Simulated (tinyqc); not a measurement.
Moment against the Stoner parameter: Stoner model of a band ferromagnet.

Density of states per atom and spin: flat with a rise to the top, D(e) = (M/W) [1 - sp + 4 sp (e/W + 1/2)^3]. Levels e -/+ I m/2 for up and down spin, m = n_up - n_down, n_up + n_down = nd. At zero temperature e(N) is the energy below which N states lie, and E(m) = sum over spins of integral e D de - I m^2/4.

Inputs chosen for the exercise: W = 6.5 eV (band width, e from -W/2 to W/2); M = 5 (states per atom and spin); nd = 9 (electrons per atom); sp = 0.65 (shape parameter).

Lowest state for each I.

Results:

| I (eV) | I D(EF) | m (muB) | E - E(0) (meV) |
|---|---|---|---|
| 0.29 | 0.598 | 0.000 | 0.0 |
| 0.39 | 0.805 | 0.000 | 0.0 |
| 0.44 | 0.908 | 0.000 | 0.0 |
| 0.54 | 1.114 | 1.000 | -13.6 |
| 0.61 | 1.259 | 1.000 | -31.1 |
| 0.73 | 1.506 | 1.000 | -61.1 |
| 0.88 | 1.816 | 1.000 | -98.6 |

Give the missing row, I (eV) = 0.49.

Computed row:
```
I (eV)  I D(EF)  m (muB)  E - E(0) (meV)
0.49      1.011    1.000            -1.1
```

A moment first appears at I = 0.49 eV of those listed, where I D(EF) = 1.011. It is saturated at 1.000 from I = 0.49 eV on. Between that row and the one before it m goes from zero to saturation; the table does not show whether the onset is abrupt.

Run: tinyqc, `OMP_NUM_THREADS=1 python tinyqc.py 1650540 1650541 out.jsonl`; Intel(R) Xeon(R) Processor @ 2.30GHz, one thread, shared host; about 0.3 s of CPU time with all checks.
